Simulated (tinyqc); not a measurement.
Temperature and repopulation: deformation-potential model of the X valleys of a conduction band.

Valleys with axes along x, y and z, one whole valley each. Herring-Vogt shift of a valley with unit axis a: dE = Xd tr(e) + Xu a.e.a. Non-degenerate shares n_i = exp(-dE_i/kT)/sum_j exp(-dE_j/kT). Inverse mass tensor of a valley: (1 - a a)/mt + a a/ml; the masses are taken as independent of strain.

s11 = (C11 + C12)/((C11 - C12)(C11 + 2 C12)), s12 = -C12/((C11 - C12)(C11 + 2 C12)), s44 = 1/C44; exx = s11 sxx + s12 (syy + szz) and cyclic, exy = s44 sxy/2; tension is positive. A uniaxial stress X along the unit vector n is s_ij = X n_i n_j.

Constants: kB = 8.617333262e-05 eV/K.

Values chosen for the exercise (near those of AlAs; the results hold for these values, not for the real material):
- ml = 1.116 m0 (longitudinal mass)
- mt = 0.203 m0 (transverse mass)
- Xd = 1 eV (dilation potential)
- Xu = 5.97 eV (uniaxial potential)
- C11 = 125.1 GPa
- C12 = 52.5 GPa
- C44 = 55.6 GPa
- load = uniaxial [100] (kind of stress)
- X = 1.4 GPa (stress)

The load is fixed; m_c along [100] as 1/(u.M.u).

Results:
```
T (K),kT (meV),n x,n y,n z,m_c (m0)
50,4.31,0.000,0.500,0.500,0.2030
77,6.64,0.000,0.500,0.500,0.2030
150,12.93,0.000,0.500,0.500,0.2030
225,19.39,0.001,0.499,0.499,0.2032
300,25.85,0.006,0.497,0.497,0.2040
400,34.47,0.017,0.491,0.491,0.2059
500,43.09,0.033,0.483,0.483,0.2087
```

What can be read from this table?

The largest share falls from 0.500 at 50 K to 0.483 at 500 K (equal shares: 0.333); m_c goes from 0.2030 to 0.2087, against 0.2791 without stress. Only spread/kT enters, so the small-stress response goes as 1/T.

Computed by tinyqc, a small Python program: `OMP_NUM_THREADS=1 python tinyqc.py 1081424 1081425 out.jsonl` (the numbers bound the seed that draws the inputs); one thread of a shared host (Intel(R) Xeon(R) Processor @ 2.30GHz), about 0.01 s for the whole set of steps.
